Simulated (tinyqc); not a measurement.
Comparisons within one model: delta-doped layer in the Thomas-Fermi potential. A value that a table varies takes the place of the one given here.

All donors ionised in the plane z = 0, zero temperature, energies from the Fermi level EF of the Thomas-Fermi model, which lies at the bulk band edge; c = hbar^2/2m0, q = e^2/(4 pi eps0). Layer in a (001) plane: two valleys with m_z = ml, m_d = mt (unprimed) and four with m_z = mt, m_d = sqrt(ml mt) (primed); m3 = (ml mt^2)^(1/3), gv = 6. With n = (gv/3 pi^2)(m3 (-V)/c)^(3/2) and V'' = -(4 pi q/eps) n for z > 0, the solution is V = -b/(|z| + z0)^4 with sqrt(b) = 20/K, K = (4 pi q/eps)(gv/3 pi^2)(m3/c)^(3/2), and z0^5 = 4b/(e F0), e F0 = 2 pi q N/eps; 1e13/cm^2 = 1e-3/angstrom^2. Exchange and correlation are left out.

Subbands solve -(c/m_z) psi'' + V psi = E psi on 1280 points of spacing z0/80; up to ten levels for each group, kept if bound with an rms width below 2.5 z0.

Constants: hbar^2/2m0 = 3.80998211 eV angstrom^2; e^2/(4 pi eps0) = 14.39964547 eV angstrom.

Parameters, chosen for this exercise (near those of a delta-doped layer in Si; the results hold for these values, not for the real material): ml = 0.937 m0 (longitudinal mass); mt = 0.184 m0 (transverse mass); eps = 11.8 (dielectric constant); Nl = (0.83, 1.7, 3.3, 5.8, 10, 17, 27) x 1e13/cm^2 (sheet densities); N = 8.3 x 1e13/cm^2 (donor sheet density).

## Doping density

The well, the lowest level and the filling anew; at zero temperature n_i = g m_d (mu - E_i)/(2 pi c), with mu fixed by sum n_i = N.

Results:
```
N (1e13/cm^2)  z0 (angstrom)  depth (eV)  lowest (eV)  next - lowest (eV)  occupied  share of lowest (%)
0.83                    34.0      0.0541      -0.0187              0.0099         2                 33.1
1.7                     29.5      0.0960      -0.0365              0.0182         3                 31.6
3.3                     25.8      0.1632      -0.0675              0.0318         3                 30.0
5.8                     23.0      0.2562      -0.1130              0.0505         3                 28.6
10                      20.7      0.3961      -0.1852              0.0786         3                 27.4
17                      18.6      0.6056      -0.2984              0.1203         4                 26.1
27                      16.9      0.8768      -0.4511              0.1735         4                 25.0
```

The depth grows as N^(4/5) and z0 shrinks as N^(-1/5): factors 16.2 and 2.01 for 33 times the doping. The lowest level deepens faster, with exponent 0.91, since the zero-point energy takes a smaller share of a deeper well (65 % falling to 49 %). The number of occupied subbands is 2 in the first row and 4 in the last. Depths beyond about 0.5 eV stretch parabolic valleys past their range. Up to N = 0.83 the donor spacing exceeds 1.5 Bohr radii (one radius, a0 eps/m with the density-of-states mass, is 20 angstrom), where a uniform sheet is a crude picture of discrete donors (beyond about three radii electrons stay on single donors).

## What each parameter does

z0, depth, lowest level and its rms width. Each row changes one parameter from the base and keeps the others.

Results:
```
case                  z0 (angstrom)  depth (eV)  lowest (eV)  rms z (angstrom)
base                          21.45      0.3412      -0.1565              5.23
N = 13.3 x 1e13/cm^2          19.52      0.4976      -0.2394              4.35
eps = 10.6                    20.11      0.3562      -0.1596              5.12
ml = 1.078 m0                 20.86      0.3318      -0.1544              4.95
mt = 0.156 m0                 22.91      0.3645      -0.1758              5.08
```

The largest shifts from the base row, up to three for each result and ties (the steps differ in size, so this ranks the rows, not the parameters). z0 (angstrom): N -1.93, mt +1.46, eps -1.34. depth (eV): N +0.1564, mt +0.0233, eps +0.0150. lowest (eV): N -0.0830, mt -0.0193, eps -0.0032. rms z (angstrom): N -0.88, ml -0.28, mt -0.15.

Computed by tinyqc, a small Python program: `OMP_NUM_THREADS=1 python tinyqc.py 1251153 1251154 out.jsonl` (the numbers bound the seed that draws the inputs); one thread of a shared host (Intel(R) Xeon(R) Processor @ 2.30GHz), about 0.1 s for the whole set of steps.
